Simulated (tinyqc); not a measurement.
# Size effects in the resistivity of thin metal films and interconnect lines, step by step

A worked calculation. Computed by tinyqc, a small Python program that keeps every step. Command: `OMP_NUM_THREADS=1 python tinyqc.py 3031605 3031606 out.jsonl size walk`. One thread of a shared host (Intel(R) Xeon(R) Processor @ 2.30GHz), about 0.01 s of CPU time with the checks. Intermediate numbers are printed to about 6 digits and carried at full precision; extremes and crossings named in words are read from the listed rows.

Electrons lose their drift at surfaces (a share 1 - p of the hits) and at grain boundaries (reflection R), besides bulk scattering. The line sits in a trench with a non-conducting liner on both walls and the bottom; the spacing equals the drawn width.

Inputs (values chosen for the exercise, modelled on aluminium):

| quantity | value | unit |
|---|---|---|
| bulk resistivity rho_b | 2.73 | microohm cm |
| bulk mean free path lambda | 18 | nm |
| specularity p | 0 | - |
| grain-boundary reflection R | 0.44 | - |
| drawn line width w | 7.9 | nm |
| grain size over metal width | 0.58 | - |
| aspect ratio (height over width) | 2.3 | - |
| liner thickness t | 0.4 | nm |
| line length | 7.2 | micrometre |
| permittivity of the dielectric k | 3.4 | - |
| competitor: rho_b relative to this metal | 3.9 | - |
| competitor: lambda relative to this metal | 0.37 | - |
| competitor: liner relative to t | 0.31 | - |

Geometry: line.

Constants: eps_0 = 8.8541878128e-12 F/m.

## Metal cross-section

Metal width w_m = w - 2t, height h_m = (aspect ratio) w - t, grain size D = (ratio) w_m.

metal width w_m = 7.1 nm

metal height h_m = 17.77 nm

grain size D = 4.118 nm

share of the trench filled by metal = 87.8949 %

## Grain boundaries

Mayadas-Shatzkes: alpha = (lambda/D) R/(1 - R); rho_b/rho = 1 - 3 alpha/2 + 3 alpha^2 - 3 alpha^3 ln(1 + 1/alpha).

alpha = 3.43440

rho/rho_b from grains = 5.63709

The linear estimate 1 + 3 alpha/2 gives 6.152, 9 % high; at large alpha the slope is 4/3.

## Surfaces

Fuchs-Sondheimer film: rho_b/rho = 1 - (3/(2 kappa))(1 - p) int_0^1 (s - s^3)(1 - exp(-kappa/s))/(1 - p exp(-kappa/s)) ds, f = rho/rho_b, kappa = thickness/lambda, 80 Gauss-Legendre points. Line: the excess of a film of thickness w_m and of a film of thickness h_m are added, rho/rho_b = 1 + (f(w_m) - 1) + (f(h_m) - 1), an estimate that holds best when both sides exceed lambda.

kappa = w_m/lambda = 0.394444

f(w_m) = 2.14310

f(h_m) = 1.46845

rho/rho_b from surfaces = 2.61155

## Resistance and delay

Total: rho = rho_b [1 + surface excess + grain excess]; resistance per length rho/(w_m h_m); capacitance per length C = 2 k eps_0 (aspect ratio + 1/2), a parallel-plate estimate for two neighbours plus a fixed term for the planes above and below; delay 0.38 R C L^2; effective resistivity per drawn area.

resistivity rho = 19.7888 microohm cm

resistance per length = 1568.46 ohm/micrometre

capacitance per length = 0.168584 fF/micrometre

RC delay = 5.20880 ps

effective resistivity per drawn area = 22.5141 microohm cm

Of the factor 8.25 over bulk, scattering gives 7.25 and the liner 1.14; within scattering, grain boundaries outweigh surfaces (4.64 against 1.61, grains first).

## A short-path metal as competitor

w_m = w - 2t, h_m = (aspect ratio) w - t, D = (ratio) w_m; rho = rho_b [1 + surface excess + grain excess]. Effective resistivity rho (aspect ratio) w^2/(w_m h_m) for the metal with its liner, for the same metal without liner, and for a competitor with its own rho_b, lambda and liner, and for that competitor with the liner t; p, R, aspect and grain ratios are the same.

Effective resistivity (microohm cm):

| w (nm) | this metal | without liner | competitor | competitor, liner t |
|---|---|---|---|---|
| 200 | 3.3678 | 3.3491 | 11.5672 | 11.6086 |
| 100 | 4.0089 | 3.9606 | 12.4811 | 12.5751 |
| 50 | 5.3284 | 5.1872 | 14.3099 | 14.5437 |
| 30 | 7.1696 | 6.8321 | 16.7746 | 17.2700 |
| 20 | 9.5925 | 8.8889 | 19.9153 | 20.8676 |
| 14 | 12.9016 | 11.5198 | 24.0528 | 25.8225 |
| 10 | 17.6715 | 14.9957 | 29.7298 | 33.0335 |
| 7 | 25.6919 | 20.1443 | 38.5624 | 45.2593 |
| 5 | 38.3298 | 26.9096 | 50.9158 | 64.6163 |

The competitor does not win at any width listed. In narrow lines rho scales as rho_b lambda/w, and the product rho_b lambda of the competitor is 1.44 times this metal's. At the narrowest width the liner costs this metal a factor 1.42. With the same liner the competitor wins nowhere in the table; at the narrowest width the thinner liner lowers it from 64.6 to 50.9. Rows with w - 2t below lambda stretch the additive estimate. Metal widths below about 5 nm are outside this semiclassical model.

Checks made by the program: grain-boundary formula against its angular integral 3 int_0^1 c^3/(c + alpha) dc (relative difference below 1e-10).
